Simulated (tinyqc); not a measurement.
Stretching all distances: RHF, UHF, MP2, CISD and CCSD against full CI in the 6-31g basis, for H3+, spin multiplicity 1. Computed by the program tinyqc with PySCF. 

Geometry (angstrom):
```
atom       x       y       z
H     0.0000  0.0000  0.0000
H     0.0000  0.0000  0.7560
H     0.0000  0.6550  0.3780
```

All coordinates are multiplied by the scale. c0^2 is the weight of the RHF determinant in the lowest singlet FCI state (UHF is spin-contaminated and may lie near states of higher spin) and n(LUMO) the first natural occupation beyond the occupied space.

Full CI energy (hartree) and errors against it (kcal/mol):
```
scale  distance 1-2 (angstrom)    E(FCI)     RHF     UHF     MP2   CISD   CCSD  <S^2> UHF   c0^2  n(LUMO)
0.850                    0.643  -1.23334  15.809  15.809   3.799  0.000  0.000      0.000  0.991    0.008
1.090                    0.824  -1.30319  18.398  18.398   4.708  0.000  0.000      0.000  0.986    0.013
1.320                    0.998  -1.29032  20.624  20.624   5.594  0.000  0.000      0.000  0.980    0.019
1.560                    1.179  -1.25451  22.791  22.791   6.597  0.000  0.000      0.000  0.971    0.028
1.800                    1.361  -1.21653  25.116  25.116   7.738  0.000  0.000      0.000  0.960    0.039
2.030                    1.535  -1.18277  27.794  27.794   8.987  0.000  0.000      0.000  0.947    0.052
2.270                    1.716  -1.15071  31.244  30.338  10.457  0.000  0.000      0.200  0.930    0.069
2.500                    1.890  -1.12308  35.247  29.400  11.992  0.000  0.000      0.469  0.910    0.089
2.740                    2.071  -1.09772  40.133  26.244  13.626  0.000  0.000      0.664  0.885    0.113
```

UHF parts from RHF first at scale 2.27 of those listed, where <S^2> leaves zero. The weight c0^2 goes from 0.99 to 0.89 and n(LUMO) from 0.01 to 0.11: static correlation grows as the bonds break into open-shell fragments. The spread of the error along the curve, which distorts its shape, is CISD 0.0, CCSD 0.0, MP2 9.8, UHF 14.5, RHF 24.3 kcal/mol. With two electrons CISD and CCSD are exact.
